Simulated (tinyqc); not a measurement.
What moves the results: fitting sp3s* parameters to three gaps by Newton steps. A value that a table varies takes the place of the one given here.

sp3s* tight binding, nearest neighbours only: anion (a) at 0, cation (c) at a/4 (1,1,1), orbitals s, px, py, pz, s* on each; k in units of 2 pi/a. With phases e_j = exp(i (pi/2) k.n_j) for n = (1,1,1), (1,-1,-1), (-1,1,-1), (-1,-1,1): g0 = (e1+e2+e3+e4)/4, g1 = (e1+e2-e3-e4)/4, g2 = (e1-e2+e3-e4)/4, g3 = (e1-e2-e3+e4)/4. The diagonal holds the levels Esa, Epa, Exa (s*) and Esc, Epc, Exc. Anion-cation block: <sa|sc> = Vss g0; <sa|xc> = Vsapc g1; <xa|sc> = -Vscpa g1; <xa|xc> = Vxx g0; <xa|yc> = <ya|xc> = Vxy g3, <xa|zc> = <za|xc> = Vxy g2, <ya|zc> = <za|yc> = Vxy g1; <s*a|xc> = Vxapc g1; <xa|s*c> = -Vpaxc g1; y and z take g2 and g3 in place of g1; s-s* and s*-s* vanish.

Gaps are level 5 at Gamma, X = (1,0,0) and L = (1/2,1/2,1/2) less level 4 at Gamma; no spin-orbit coupling. Free parameters: Esc, Vsapc and Exc. H is linear in them, so by Hellmann-Feynman J_ij = <u|dH/dp_j|u> for level 5 at point i less the same for level 4 at Gamma. Newton: p(new) = p + J^-1 (target - gaps); stop when all misses are below 1e-7 eV.

Constants: hbar^2/2m0 = 3.80998211 eV angstrom^2.

Values chosen for the exercise (out of a larger set: near a published set for GaAs, fitted to gaps, whose masses and valley positions are rough; not measured data):
```
symbol  value                                                                                         unit      meaning
p       (-8.319, 1.043, -2.65, 3.67, 8.601, 6.747, -6.439, 1.947, 5.086, 4.494, 5.783, 4.847, 4.806)  eV        start, order Esa, Epa, Esc, Epc, Exa, Exc, Vss, Vxx, Vxy, Vsapc, Vscpa, Vxapc, Vpaxc
tg      (1.3747, 2.0873, 1.6394)                                                                      eV        target gaps at Gamma, X, L
a       5.657                                                                                         angstrom  lattice constant
```

## Equal gaps, different models

The same three targets are met with other triples of free parameters (those for which Newton converges within 3 eV of the start). Not fitted: level 5 at K = (3/4,3/4,0) above Ev, the spacing of levels 6 and 5 at X, the depth of level 2 at X below Ev, the valence width at Gamma, and the mass c q^2/(E(q) - E(0)) of level 5 along [100], q = 0.002 (2 pi/a), c = hbar^2/2m0.

Unfitted results:
```
free parameters    largest change (eV)  K (eV)  X spacing (eV)  level 2 at X (eV)  valence width (eV)  mass (m0)
start                            0.000   1.984           0.347              7.498              12.528     0.1179
Vss, Vxapc, Vpaxc                0.184   2.001           0.207              7.534              12.359     0.1023
Esc, Vxapc, Vpaxc                0.241   2.023           0.355              7.574              12.600     0.1035
Vss, Vsapc, Vpaxc                0.269   1.983           0.125              7.571              12.359     0.1010
Esa, Vxapc, Vscpa                0.580   2.015           0.298              7.507              12.939     0.1017
Vss, Exa, Exc                    0.262   1.999           0.199              7.509              12.359     0.1023
Esc, Vsapc, Exc                  0.241   2.011           0.271              7.626              12.600     0.1022
```

All fitted rows have the same three gaps, yet they spread by 40 meV at K, 230 meV in the X spacing, 119 meV in level 2 at X, 580 meV in the valence width and 2.4 % in the mass. The smallest change of parameters, 0.184 eV, is that of Vss, Vxapc, Vpaxc. A fit fixes what it was given and leaves the rest to the choice of free parameters.

## How errors in the targets pass to the parameters

J:
```
           Esc    Vsapc      Exc
Gamma  0.70145  0.00000  0.00000
X      0.00000  0.50044  0.00000
L      0.39739  0.31465  0.06068
```

The gaps at Gamma, X and L of an sp3s* model are fitted with Esc, Vsapc and Exc; J holds the derivatives of the gaps by these parameters at the start. The change of each parameter for +10 meV on one target is 10 J^-1, in meV.

Shifts (meV):
```
target raised   Esc  Vsapc     Exc
Gamma          14.3    0.0   -93.4
X               0.0   20.0  -103.6
L               0.0    0.0   164.8
```

root sum of squares (meV): Esc 14.3, Vsapc 20.0, Exc 215.9

Independent errors of 10 meV leave Exc least certain (216 meV) and Esc best fixed (14.3 meV). The largest single entry, 165 meV, comes from the target at L.

(tinyqc, `OMP_NUM_THREADS=1 python tinyqc.py 1452274 1452275 out.jsonl`, Intel(R) Xeon(R) Processor @ 2.30GHz, 1 thread, shared host, about 0.1 s.)
